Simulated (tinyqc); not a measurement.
p-n junction with a stepped n side, non-linear Poisson equation by Newton steps: one step of the calculation.

One dimension, p side on the left, n side on the right; net doping C = -Na for x < 0, +N1 for 0 < x < L1 and +Nd beyond. The potential psi is counted from the intrinsic level, and the quasi-Fermi potentials are flat: 0 for holes and -V for electrons, so n = ni exp((psi + V)/Vt) and p = ni exp(-psi/Vt) (Boltzmann statistics, full ionisation, no current).

Problem. Densities, residual and Jacobian diagonal. n_i = ni exp((psi_i + V)/Vt), p_i = ni exp(-psi_i/Vt), rho_i = p_i - n_i + C_i, g_i = (n_i + p_i)/Vt. Box widths w_i = (h_(i-1) + h_i)/2 in cm. Residual F_i = a_i (psi_(i+1) - psi_i) - a_(i-1) (psi_i - psi_(i-1)) + q rho_i w_i; Jacobian: a_(i-1) and a_i beside the diagonal, b_i = -a_(i-1) - a_i - q g_i w_i on it. The two end nodes are fixed.

Parameters, values chosen for the exercise:
```
symbol  value  unit                                meaning
T         300     K                            temperature
V           0     V  bias of the p side against the n side
```

Constants: q = 1.602176634e-19 C, kB = 1.380649e-23 J/K, Vt = kB T/q. Results are converted to the units shown.

```
node  x (nm)  psi at the start (V)  net doping C (cm^-3)
0      -81.2           -0.53321144               -6.6e17
1      -56.1           -0.53321144               -6.6e17
2      -35.6           -0.53321144               -6.6e17
3        -19           -0.53321144               -6.6e17
4       -5.5           -0.53321144               -6.6e17
5        5.5           -0.50563343                1.5e16
6         25           -0.43427200                1.5e16
7       59.5           -0.31513721                1.5e16
8        120           -0.12818557                1.5e16
9        229            0.13802644                4.9e15
10       420            0.38551799                4.9e15
11       759            0.40645896                4.9e15
12      1360            0.40645896                4.9e15
```

coupling a_i, interval 0 to 11 (F/cm^2): 4.0919752e-7  5.0101746e-7  6.1872638e-7  7.6080429e-7  9.3371435e-7  5.2671066e-7  2.9770603e-7  1.6976625e-7  9.4228054e-8  5.3774125e-8  3.0297516e-8  1.7089614e-8
ni = 7.2775636e8 cm^-3

Give: n; p; residual F; diagonal b.

Solution.

```
node  n (cm^-3)  p (cm^-3)
0        0.8025   6.600e17
1        0.8025   6.600e17
2        0.8025   6.600e17
3        0.8025   6.600e17
4        0.8025   6.600e17
5         2.332   2.271e17
6         36.86   1.437e16
7          3698   1.432e14
8       5.112e6   1.036e11
9      1.516e11    3.493e6
10     2.180e15      243.0
11     4.900e15      108.1
12     4.900e15      108.1
```

```
node  residual F (1e-8 C/cm^2)  diagonal b (F/cm^2)
1                        0.000            -1.024e-5
2                        0.000            -8.707e-6
3                        0.000            -7.536e-6
4                        2.575            -6.705e-6
5                        7.099            -3.607e-6
6                        1.059            -1.065e-6
7                        0.780            -4.717e-7
8                        1.371            -2.640e-7
9                        0.000            -1.480e-7
10                      -0.112            -4.421e-7
11                      -0.063            -1.475e-6
```

Numbers from tinyqc (`OMP_NUM_THREADS=1 python tinyqc.py 2000140 2000141 out.jsonl`; about 0.02 s on one thread of a shared Intel Xeon 2.30GHz).
